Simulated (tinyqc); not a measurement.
## Trap density and cross-section from the conductance peak

Question. For a continuum of interface traps on an n-type substrate Gp/w peaks at 2 pi f tau = 1.9803 with the height 0.40237 q Dit, and tau = 1/(sn vth Nd exp(psi/Vt)) with psi = ps. Find Dit, tau and sn.

Values chosen for this exercise:
- T = 200 K (temperature)
- Nd = 5.2e15 cm^-3 (donor density)
- ps = -0.156 V (band bending psi)
- vth = 1.9e7 cm/s (thermal velocity)

Constants: q = 1.602176634e-19 C, kB = 1.380649e-23 J/K, Vt = kB T/q. Results are converted to the units shown.

peak Gp/w = 25.786712 nF/cm^2
frequency of the peak = 13869.624 Hz

Solution. The height gives Dit, the position tau, and tau with the surface density gives sn.

Dit = 4.000e11 cm^-2 eV^-1
tau = 2.272e-5 s
sn = 3.800e-15 cm^2

Computed by the program tinyqc: `OMP_NUM_THREADS=1 python tinyqc.py 2030029 2030030 out.jsonl`, one thread of a shared Intel Xeon 2.30GHz, about 0.01 s for the whole run.
